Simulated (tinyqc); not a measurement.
Inside a calculation. Model: formation energy of a charged point defect from supercell energies. Computed by tinyqc, a small Python program that keeps every step. Command: `OMP_NUM_THREADS=1 python tinyqc.py 3003438 3003439 out.jsonl formation walk`. One thread of a shared host (Intel(R) Xeon(R) Processor @ 2.30GHz), about 0.01 s of CPU time with the checks. Intermediate numbers are printed to about 6 digits and carried at full precision; extremes and crossings named in words are read from the listed rows.

The host is a compound AB. Making the defect adds n_A = 0, n_B = -1, n_X = 1 atoms to the cell. All total energies are inputs. E_F is counted from the valence-band maximum (VBM); x = 0 is A-rich and x = 1 B-rich growth.

Inputs (values chosen for the exercise, for a model compound AB):

| quantity | value | unit |
|---|---|---|
| gap E_g | 3.75 | eV |
| E_VBM of the host cell | 2.848 | eV |
| potential alignment dV | 0.13 | eV |
| dielectric constant eps | 6.29 | - |
| cell length L | 18 | angstrom |
| mu_B of the pure element | -6.524 | eV |
| formation enthalpy dH of AB | -0.986 | eV |
| growth condition x | 0.42 | - |
| Fermi level E_F | 3.1 | eV |
| temperature T | 600 | K |
| site density N_s | 3.6e+22 | cm^-3 |
| mu_X of the pure element | -5.892 | eV |
| formation enthalpy of AX | -1.7 | eV |

Defect: impurity X on a B site. Supercell lattice: sc.

charge states q: 0  -1  -2

E(defect, q) - E(host), in the order of q (eV): 4.334  7.733  11.872

Constants: e^2/(4 pi eps_0) = 14.39964548 eV angstrom; k_B = 8.617333262e-05 eV/K.

## Chemical potentials

dmu_A = x dH and dmu_B = (1 - x) dH, so that dmu_A + dmu_B = dH; mu = mu(element) + dmu. The impurity is held at its solubility limit: dmu_X = min(0, dH(AX) - dmu_A). The reservoir term is sum n_i mu_i.

dmu_A = -0.41412 eV

dmu_B = -0.57188 eV

dmu_X = -1.28588 eV

sum n_i mu_i = -0.082 eV

The competing phase caps mu_X.

## Image-charge corrections

Image-charge correction of a point charge in a neutralising background: E_corr = q^2 alpha e^2/(4 pi eps_0) / (2 eps L), alpha = 2.837297 for a sc array with L the cube root of the volume.

E_corr (eV): (q=0) 0.000000, (q=-1) 0.180428, (q=-2) 0.721711

## Formation energies at E_F = 0

E_f(q, E_F) = [E(defect, q) - E(host)] - sum n_i mu_i + q (E_VBM + dV + E_F) + E_corr(q).

E_f(q, 0) (eV): (q=0) 4.41600, (q=-1) 5.01743, (q=-2) 6.71971

## Transition levels and the lower envelope

eps(q/q') = [E_f(q', 0) - E_f(q, 0)]/(q - q'). U of state q is eps(q/q-1) - eps(q+1/q). The stable state at each E_F is the lowest line E_f(q, 0) + q E_F.

One-electron levels above the VBM (eV):

| level | energy | U of the state between this level and the next |
|---|---|---|
| (0/-1) | 0.60143 | 1.10086 |
| (-1/-2) | 1.70228 | - |

Stable states:

| q | from E_F (eV) | to E_F (eV) |
|---|---|---|
| 0 | 0.00000 | 0.60143 |
| -1 | 0.60143 | 1.70228 |
| -2 | 1.70228 | 3.75000 |

Stable in the gap, from the VBM up: 0, -1, -2.

## The first and the last level

eps(q/q-1) = E_f(q - 1, 0) - E_f(q, 0).

level (0/-1) = 0.601428 eV

level (-1/-2) = 1.70228 eV

## Concentrations at the given E_F and T

E_f(q, E_F) = E_f(q, 0) + q E_F. c_q = N_s exp(-E_f(q, E_F)/k_B T), with all degeneracy factors one and no vibrational entropy.

Charge states:

| q | E_f (eV) | c_q (cm^-3) | share |
|---|---|---|---|
| 0 | 4.41600 | 2.90760e-15 | 1.87333e-33 |
| -1 | 1.91743 | 2.82240e+06 | 1.81843e-12 |
| -2 | 0.51971 | 1.55210e+18 | 1.00000e+00 |

lowest formation energy = 0.519711 eV

total concentration = 1.55210e+18 cm^-3

mean charge = -2 e

State -2 holds 100.0 % of the defects.

## Fermi level and growth conditions

Each entry is the lowest E_f over q.

Lowest formation energy (eV):

| E_F (eV) | stable q | A-rich, x = 0 | x = 0.5 | B-rich, x = 1 |
|---|---|---|---|---|
| 0.000 | 0 | 4.41600 | 4.41600 | 4.41600 |
| 0.469 | 0 | 4.41600 | 4.41600 | 4.41600 |
| 0.938 | -1 | 4.07943 | 4.07943 | 4.07943 |
| 1.406 | -1 | 3.61143 | 3.61143 | 3.61143 |
| 1.875 | -2 | 2.96971 | 2.96971 | 2.96971 |
| 2.344 | -2 | 2.03171 | 2.03171 | 2.03171 |
| 2.812 | -2 | 1.09571 | 1.09571 | 1.09571 |
| 3.281 | -2 | 0.15771 | 0.15771 | 0.15771 |
| 3.750 | -2 | -0.78029 | -0.78029 | -0.78029 |

The lines end where they began between A-rich and B-rich growth, because the cap on mu_X moves with the host potential. The slope of the envelope is the stable charge, so E_f is highest in the rows from E_F = 0 to 0.469 eV, where the neutral state is stable: the defect forms most easily in n-type material. Under A-rich growth E_f turns negative for part of the gap, so in equilibrium E_F cannot enter that part. Under B-rich growth E_f turns negative for part of the gap, so in equilibrium E_F cannot enter that part.

## What the corrections do to the levels

Levels eps(q/q-1) with the terms q dV and E_corr left out or kept.

Levels above the VBM (eV):

| level | raw | with alignment | with image charge | with both |
|---|---|---|---|---|
| (0/-1) | 0.55100 | 0.42100 | 0.73143 | 0.60143 |
| (-1/-2) | 1.29100 | 1.16100 | 1.83228 | 1.70228 |

Alignment moves every level by -dV = -0.130 eV. The image term moves eps(q/q-1) by (1 - 2q) E_corr(1): (0/-1) by +0.180, (-1/-2) by +0.541 eV, donor levels down and acceptor levels up. It adds 2 E_corr(1) = 0.361 eV to every U.

Checks made by the program: envelope against a direct minimum on a grid (relative difference below 1e-10).
